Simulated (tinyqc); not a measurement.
Comparisons within one model: heavy doping: gap narrowing, degeneracy and the minority density. A value that a table varies takes the place of the one given here.

F_j(eta) = (1/Gamma(j + 1)) integral_0^infinity x^j dx/(1 + exp(x - eta)), which tends to exp(eta) for eta << 0.

Empirical narrowing (Slotboom form, constants chosen for the exercise; published fits of this form give the apparent narrowing, here it is taken as the true one): dEg = E0 [ln(N/N0) + sqrt(ln(N/N0)^2 + C)].

Majority: N = Nv F_1/2(eta), eta the distance of EF beyond the majority band edge in kT. Degeneracy factor gam = F_1/2(eta)/exp(eta). ni0^2 = Nc Nv exp(-Eg/kT); product n p = ni0^2 gam exp(dEg/kT), dEg the true narrowing; apparent narrowing dEa = dEg + kT ln gam; minority density = n p/N.

Bipolar transistor with N as emitter doping: beta = K (N/NB) exp((dEa_B + dG - dEa_E)/kT), dEa_E = dEg(N) + kT ln gam, dEa_B = dEg(NB). For the sweep in T, Nv is scaled as (T/T0)^(3/2) from its value at T0 = T.

Constants: kB = 8.617333262e-05 eV/K.

Values chosen for the exercise (gap and densities of states near those of Si at this temperature; narrowing constants near the fits for Si; shifted at random, so the results belong to these values and not to a real crystal):

| symbol | value | unit | meaning |
|---|---|---|---|
| Eg | 1.114 | eV | gap |
| Nc | 3.61e+19 | 1/cm^3 | conduction-band density of states |
| Nv | 1.41e+19 | 1/cm^3 | valence-band density of states |
| T | 350 | K |  |
| E0 | 6.2 | meV | narrowing scale |
| N0 | 1.5e+17 | 1/cm^3 | onset density |
| C | 0.5 |  | smoothing constant |
| N | 3.1e+18 | 1/cm^3 | ionised acceptors, equal to the majority density |
| NB | 1e+17 | 1/cm^3 | base doping |
| K | 2.6 |  | ratio (D_B W_E)/(D_E W_B) |
| dG | 0 | meV | extra narrowing of the base by alloying |

## Narrowing against degeneracy

N takes the values listed; the last column is N over the factor gam exp(dEg/kT), the doping that a simple model would need to give the same minority density.

Results:

| N (1/cm^3) | eta | gam | dEg (meV) | dEa (meV) | minority (1/cm^3) | effective doping (1/cm^3) |
|---|---|---|---|---|---|---|
| 4.0e+16 | -5.86 | 0.999 | 1.1 | 1.1 | 1.20e+06 | 3.86e+16 |
| 1.0e+17 | -4.95 | 0.997 | 2.5 | 2.5 | 5.03e+05 | 9.22e+16 |
| 4.0e+17 | -3.55 | 0.990 | 13.6 | 13.3 | 1.80e+05 | 2.58e+17 |
| 1.0e+18 | -2.62 | 0.975 | 24.3 | 23.6 | 1.01e+05 | 4.58e+17 |
| 4.0e+18 | -1.16 | 0.905 | 41.2 | 38.2 | 4.11e+04 | 1.13e+18 |
| 1.0e+19 | -0.10 | 0.780 | 52.4 | 45.0 | 2.06e+04 | 2.25e+18 |
| 4.0e+19 | 2.01 | 0.380 | 69.5 | 40.4 | 4.42e+03 | 1.05e+19 |
| 1.0e+20 | 4.26 | 0.100 | 80.9 | 11.4 | 677 | 6.84e+19 |
| 3.0e+20 | 9.19 | 0.00217 | 94.5 | -90.6 | 7.66 | 6.05e+21 |

dEg grows steadily to 94.5 meV, while the apparent value peaks at 45.0 meV for N = 1e+19 and falls to -90.6 meV as the Fermi level enters the band (a negative value is not met in measurements: parabolic bands with a fixed mass overstate the filling). N grows by a factor 25 from the third to the sixth row and the effective doping by 8.7.

## Current gain against temperature

Gain:

| T (K) | beta | beta with dG = 0 | without narrowing |
|---|---|---|---|
| 150 | 6.79 | 6.79 | 80.6 |
| 200 | 12.3 | 12.3 | 80.6 |
| 250 | 17.6 | 17.6 | 80.6 |
| 300 | 22.5 | 22.5 | 80.6 |
| 350 | 26.8 | 26.8 | 80.6 |
| 400 | 30.6 | 30.6 | 80.6 |
| 450 | 34.0 | 34.0 | 80.6 |

dEa_B + dG - dEa_E at T0 = -33.2 meV

beta is 6.79 at 150 K and 34 at 450 K, since the net exponent is negative: the emitter has the larger apparent narrowing. At 300 K narrowing and degeneracy change the gain by a factor 0.279.

## What moves the minority density and the gain

All results formed anew. Each row changes one parameter from the base and keeps the others.

Results:

| case | dEg (meV) | dEa (meV) | minority (1/cm^3) | beta |
|---|---|---|---|---|
| base | 38.06 | 35.72 | 4.88e+04 | 26.8 |
| N = 6.2e+18 1/cm^3 | 46.56 | 41.90 | 3.00e+04 | 43.7 |
| E0 = 7.44 meV | 45.67 | 43.33 | 6.29e+04 | 21.2 |
| N0 = 3e+17 1/cm^3 | 29.61 | 27.27 | 3.69e+04 | 34.1 |
| Eg = 1.134 eV | 38.06 | 35.72 | 2.52e+04 | 26.8 |
| Nv = 1.83e+19 1/cm^3 | 38.06 | 36.26 | 6.45e+04 | 26.4 |
| NB = 2e+17 1/cm^3 | 38.06 | 35.72 | 4.88e+04 | 15.3 |

The largest shifts from the base row, up to three for each result and ties (the steps differ in size, so this ranks the rows, not the parameters). dEg (meV): N +8.50, N0 -8.45, E0 +7.61; unchanged at the printed digits by Eg, Nv and NB. dEa (meV): N0 -8.45, E0 +7.61, N +6.18; unchanged at the printed digits by Eg and NB. minority (1/cm^3): Eg -2.37e+04, N -1.89e+04, Nv +1.57e+04; unchanged at the printed digits by NB. beta: N +16.9, NB -11.5, N0 +7.23; unchanged at the printed digits by Eg.

Run: tinyqc, `OMP_NUM_THREADS=1 python tinyqc.py 1652513 1652514 out.jsonl`; Intel(R) Xeon(R) Processor @ 2.30GHz, one thread, shared host; about 0.01 s of CPU time with all checks.
